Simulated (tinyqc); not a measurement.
## Metal gate on a two-layer dielectric stack with fixed charge and a dipole: threshold against doping

Gate, layer 2, layer 1, p-type semiconductor; x runs from the gate inwards. Charges are counted in units of +q. psi is the band bending at the surface, positive towards inversion. Classical charge, Boltzmann statistics, no interface traps.

EOT = 3.9 (t1/e1 + t2/e2), Cox = eps0/(t1/e1 + t2/e2); phi_ms = pM - (chi + Eg - Vt ln(Nv/Na)). Vfb = phi_ms + Vd - (q/eps0) [Q1 (t1/e1 + t2/e2) + Q2 t2/e2 + r1 (t1^2/(2 e1) + t1 t2/e2) + r2 t2^2/(2 e2)]: each charge counts with its electrical distance from the gate. ni = sqrt(Nc Nv) exp(-Eg/(2 Vt)), Eg in volts, pB = Vt ln(Na/ni), Vth = Vfb + 2 pB + sqrt(4 q eps0 eps_r Na pB)/Cox.

Parameters, values chosen for the exercise; band and dielectric values close to those of silicon, layer 1 close to silicon dioxide, layer 2 close to hafnium oxide:
- T = 250 K (temperature)
- Eg = 1.12 eV (band gap)
- eps_r = 11.6 (relative permittivity)
- Nc = 2.11e19 cm^-3 (conduction-band density of states at T)
- Nv = 2.01e19 cm^-3 (valence-band density of states at T)
- chi = 4.08 eV (electron affinity)
- pM = 4.75 eV (work function of the gate metal)
- t1 = 1.2 nm (thickness of layer 1, next to the semiconductor)
- e1 = 3.83 (relative permittivity of layer 1)
- t2 = 5 nm (thickness of layer 2, next to the gate)
- e2 = 22.9 (relative permittivity of layer 2)
- Q1 = 1.8e12 cm^-2 (fixed charge at the semiconductor interface)
- Q2 = 4.4e11 cm^-2 (fixed charge between the layers)
- r1 = 0 cm^-3 (uniform charge density in layer 1)
- r2 = 0 cm^-3 (uniform charge density in layer 2)
- Vd = 0.25 V (flat-band shift by a dipole layer between the layers)

Constants: q = 1.602176634e-19 C, kB = 1.380649e-23 J/K, Vt = kB T/q, eps0 = 8.8541878128e-14 F/cm where lengths are in cm. Results are converted to the units shown.

Threshold against doping:
```
Na (cm^-3)  phi_ms (V)  2 pB (V)  Qd/Cox (V)  Vth (V)
1.1e15         -0.2386    0.6961    0.009532   0.5265
3.3e15         -0.2623    0.7435     0.01706   0.5577
9.5e15         -0.2850    0.7890     0.02982   0.5933
2.8e16         -0.3083    0.8356     0.05269   0.6394
8e16           -0.3309    0.8808     0.09144   0.7008
2.3e17         -0.3537    0.9263      0.1590   0.7911
6.8e17         -0.3770    0.9730      0.2802   0.9357
2e18           -0.4003     1.020      0.4919    1.171
```

Read the table: what changes, and by how much?

Vth rises from 0.527 to 1.17 V. Of the change, phi_ms + 2 pB gives 162 mV (Vt ln 10 a decade) and the depletion charge 482 mV, growing as Na^(0.53).

Program tinyqc, `OMP_NUM_THREADS=1 python tinyqc.py 2010168 2010169 out.jsonl`; Intel Xeon 2.30GHz, shared host, one thread, about 0.01 s.
